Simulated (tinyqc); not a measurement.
Inside a calculation. Method: Ewald sum of point charges, fluorite, strained along z by a factor 1.03, lattice. Computed by tinyqc, a small Python program that keeps every step. Command: `OMP_NUM_THREADS=1 python tinyqc.py 22390 22391 out.jsonl` (the two numbers bound the seeds that draw the settings). One thread of a shared host (Intel(R) Xeon(R) Processor @ 2.60GHz), about 0.05 s of CPU time with the checks.

## Ewald sum with eta = 0.493 1/bohr

cell vectors (rows) (bohr):
$$\begin{pmatrix}
0.00000 & 3.58500 & 3.69300 \\
3.58500 & 0.00000 & 3.69300 \\
3.58500 & 3.58500 & 0.00000
\end{pmatrix}$$

Charges:
```
q              f1       f2       f3
2.00000   0.00000  0.00000  0.00000
-1.00000  0.25000  0.25000  0.25000
-1.00000  0.75000  0.75000  0.75000
```

Real space: 1/2 sum q_i q_j erfc(eta r)/r over all images with r > 0; reciprocal space: (2 pi/V) sum_(G != 0) exp(-G^2/4 eta^2)/G^2 |S(G)|^2 with S(G) = sum q exp(i G.r); self term -eta/sqrt(pi) sum q^2; background -pi Q^2/(2 V eta^2), Q the total charge.

Real-space shells (first ones):
```
r (bohr)  pairs  sum (hartree)
3.13619      16       -0.14680
3.58500       8        0.01388
3.69300       4        0.00543
5.06996      12        0.00097
5.14689      24        0.00155
5.96155      32       -0.00017
6.09198      16       -0.00006
6.27238      16       1.56e-05
7.17000      12       9.65e-07
7.38600       6       2.12e-07
7.82589      16      -9.94e-08
7.92569      32      -1.32e-07
```

Reciprocal shells (first ones that count):
```
G^2 (1/bohr^2)  vectors  sum (hartree)
2.25953               8        0.09174
2.89468               2        0.03726
3.07172               4        0.05853
8.04890               8        0.00007
8.40297              16        0.00009
9.03812               8        0.00009
14.19233             16       1.36e-07
14.54640              8       4.62e-08
14.65045              8       1.65e-07
15.18156              8       9.22e-08
15.35859              8       7.60e-08
19.62763              8       1.84e-10
```

## The total does not depend on eta

The same sums for other eta.

Totals (hartree per cell):
```
eta          real  reciprocal      self  background       total
0.49300  -0.12518     0.18778  -1.66887     0.00000  -1.6062802
0.69100  -0.01043     0.74328  -2.33913     0.00000  -1.6062802
0.92600  -0.00020     1.52856  -3.13464     0.00000  -1.6062802
```

shortest distance = 3.13619 bohr

Madelung constant -E d / (formula units |q+ q-|) = 2.51880
